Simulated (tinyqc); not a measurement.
Energy against coordination: Gupta-type many-body potential for a metal. Computed by tinyqc, a small Python program. Command: `OMP_NUM_THREADS=1 python tinyqc.py 3023196 3023197 out.jsonl gupta walk`. One thread of a shared host (Intel(R) Xeon(R) Processor @ 2.30GHz), about 0.02 s of CPU time with the checks.

E_i = sum_j A exp(-p (r_ij/r0 - 1)) - xi rho_i^gamma, with rho_i = sum_j exp(-2 q (r_ij/r0 - 1)); gamma = 1/2 is the tight-binding second-moment form. The crystal is fcc unless stated; d is the neighbour distance and a fixed number of shells is kept.

Inputs (values chosen for the exercise, modelled on silver):

| quantity | value | unit |
|---|---|---|
| repulsion A | 0.101 | eV |
| hopping xi | 1.19 | eV |
| decay p | 10.9 | - |
| decay q | 3.1 | - |
| reference distance r0 | 2.889 | angstrom |
| embedding exponent gamma | 0.5 | - |

Method. Nearest neighbours only, z equal bonds relaxed to their best length: r/r0 = 1 + ln[A p z^(1 - gamma)/(2 q gamma xi)]/(p - 2 q gamma), E = z A exp(-p (r/r0 - 1)) - xi [z exp(-2 q (r/r0 - 1))]^gamma.

Relaxed bonds:

| z | r (angstrom) | E per atom (eV) | E/z (eV) |
|---|---|---|---|
| 1 | 2.4411 | -1.3770 | -1.3770 |
| 2 | 2.5695 | -1.6968 | -0.8484 |
| 3 | 2.6446 | -1.9173 | -0.6391 |
| 4 | 2.6979 | -2.0908 | -0.5227 |
| 6 | 2.7729 | -2.3625 | -0.3938 |
| 8 | 2.8262 | -2.5764 | -0.3221 |
| 9 | 2.8480 | -2.6695 | -0.2966 |
| 12 | 2.9013 | -2.9112 | -0.2426 |

What does the comparison show, and why?

Bonds lengthen from 2.441 to 2.901 angstrom between z = 1 and 12, and |E| grows as z^0.301, the exponent gamma (p - 2q)/(p - 2 q gamma) = 0.301; pair bonds would give z^1 at a fixed length.

Extremes, crossings and ranges named in words are read from the listed rows.
